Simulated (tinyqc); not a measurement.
Inside a calculation. Method: RHF in the sto-6g basis, for H3+, spin multiplicity 1. One step of it, computed by the program tinyqc.

Problem. Iteration 1: diagonalisation and new density. A level shift of 1 hartree raises the virtual space: F + shift (S - S D(s) S), with D(s) the density of one spin (D/2). Diagonalise F' = X^T F X, C = X C', fill 1 alpha and 1 beta electrons from the bottom; D = 2 C_occ C_occ^T. Each column has its largest component positive (the first on a tie).

Fock matrix F (hartree), order 1H 1s, 2H 1s, 3H 1s:
$$\begin{pmatrix}
-0.514870 & -0.271634 & -0.227558 \\
-0.271634 & -0.371594 & -0.174677 \\
-0.227558 & -0.174677 & -0.480621
\end{pmatrix}$$

X, order 1H 1s, 2H 1s, 3H 1s:
$$\begin{pmatrix}
1.042233 & -0.112978 & -0.113196 \\
-0.112978 & 1.042194 & -0.113076 \\
-0.113196 & -0.113076 & 1.042264
\end{pmatrix}$$

D at the start, order 1H 1s, 2H 1s, 3H 1s:
$$\begin{pmatrix}
0.011344 & 0.152473 & -0.052578 \\
0.152473 & 2.049381 & -0.706693 \\
-0.052578 & -0.706693 & 0.243691
\end{pmatrix}$$

overlap S, order 1H 1s, 2H 1s, 3H 1s:
$$\begin{pmatrix}
1.000000 & 0.250638 & 0.250966 \\
0.250638 & 1.000000 & 0.250785 \\
0.250966 & 0.250785 & 1.000000
\end{pmatrix}$$

Give: F' = X^T F X; orbital energies; coefficients C; D after iteration 1.

Solution.

F' = X^T F X (hartree):
$$\begin{pmatrix}
0.519 & -0.306 & -0.058 \\
-0.306 & -0.248 & 0.160 \\
-0.058 & 0.160 & 0.509
\end{pmatrix}$$

orbital energies (hartree): MO1 -0.375, MO2 0.461, MO3 0.695

coefficients C, order 1H 1s, 2H 1s, 3H 1s:
$$\begin{pmatrix}
0.236 & 0.488 & 0.905 \\
0.960 & -0.209 & -0.383 \\
-0.298 & 0.810 & -0.606
\end{pmatrix}$$

D after iteration 1, order 1H 1s, 2H 1s, 3H 1s:
$$\begin{pmatrix}
0.111 & 0.452 & -0.140 \\
0.452 & 1.842 & -0.571 \\
-0.140 & -0.571 & 0.177
\end{pmatrix}$$
